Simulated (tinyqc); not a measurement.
# Donor or exciton in a quantum well (variational effective-mass method), step by step

A worked calculation. Computed by tinyqc, a small Python program that keeps every step. Command: `OMP_NUM_THREADS=1 python tinyqc.py 3002393 3002394 out.jsonl welldonor walk`. One thread of a shared host (Intel(R) Xeon(R) Processor @ 2.30GHz), about 0.05 s of CPU time with the checks. Intermediate numbers are printed to about 6 digits and carried at full precision; extremes and crossings named in words are read from the listed rows.

H = -nabla^2 - 2/|r - r_i| + V(z) in effective units; trial function psi = f(z) exp(-|r - r_i|/lambda), f the ground state of the well. Mass and screening are the same in well and barrier; l = L/a* is the width in effective units. Bands are flat: no polarisation or applied field.

Inputs (values chosen for the exercise, modelled on ZnSe):
```
quantity                              value  unit
electron mass m                       0.145   m_0
dielectric constant eps                9.07     -
well width L                            1.7    nm
trial radius lambda                    0.46    a*
donor position z_i/L from the centre    0.3     -
```

Centre: donor. Barriers: infinite.

Constants: Ry = 13.605693123 eV; a_0 = 0.529177210903 angstrom; hbar^2/(2 m_0) = 3.80998212 eV angstrom^2.

## Effective units

Ry* = Ry m/eps^2, a* = a_0 eps/m; l = L/a*.

mass used = 0.145 m_0

Ry* = 23.9814 meV

a* = 3.31009 nm

l = 0.513580

Caution: so narrow a well has large confinement energy, where non-parabolicity and barrier penetration matter.

## The subband

k = pi/l; f = cos(k z) inside and zero outside; subband energy k^2 Ry*.

k = 6.11704 1/a*

subband energy = 897.340 meV

## Binding at the trial radius

Binding E_b(lambda) = -1/lambda^2 + 4 A/(lambda B), with A = int f^2 exp(-2 s/lambda) dz, B = int f^2 exp(-2 s/lambda)(1 + 2 s/lambda) dz and s = |z - z_i|; 40 Gauss-Legendre points on each piece between the walls at z = -l/2 and l/2 and z_i.

A = 0.139594 a*

B = 0.215114 a*

E_b(lambda) = 0.916972 Ry*

## Best radius

Golden-section search for the maximum over lambda from 0.3 to 4, 40 steps.

best lambda = 0.846282 a*

binding in Ry* = 2.16401

binding energy = 51.8959 meV

radius lambda a* = 2.80127 nm

Confinement changes the binding by a factor 2.164 against the bulk value (limits: 4 in two dimensions, 1 inside a wide well).

## Binding against well width

Each row maximises over lambda (golden section, 0.3 to 4).

Against width:
```
L (nm)  lambda (a*)  binding (Ry*)  binding (meV)
0.94        0.73078        2.61628        62.7419
1.70        0.84628        2.16401        51.8959
3.10        0.99239        1.71814        41.2035
5.40        1.13129        1.36009        32.6168
```

The binding is largest in the narrowest well, 2.616 Ry* at 0.94 nm, on the way to 4. In the widest well it is 1.360 Ry*. In the narrow rows the confinement energy passes real barrier heights: infinite walls and a parabolic band fail, and with real barriers the binding peaks and falls.

## Binding against position

The formulas are those given above.

Against position:
```
z_i/L  lambda (a*)  binding (Ry*)  binding (meV)
0.0        0.70105        2.73513        65.5921
0.1        0.71764        2.65188        63.5957
0.2        0.76734        2.43550        58.4068
0.3        0.84628        2.16401        51.8959
0.4        0.94186        1.91000        45.8044
0.5        1.03744        1.70610        40.9146
```

From the centre to the wall the binding falls from 65.592 to 40.915 meV, 62 % of the centre value, since the walls keep the electron away from an off-centre ion; uniform doping thus gives a band of levels 24.677 meV wide, with a peak in its density at the centre value, where the slope vanishes.

Checks made by the program: the two-dimensional limit, 4 Ry* (relative difference 2e-03).
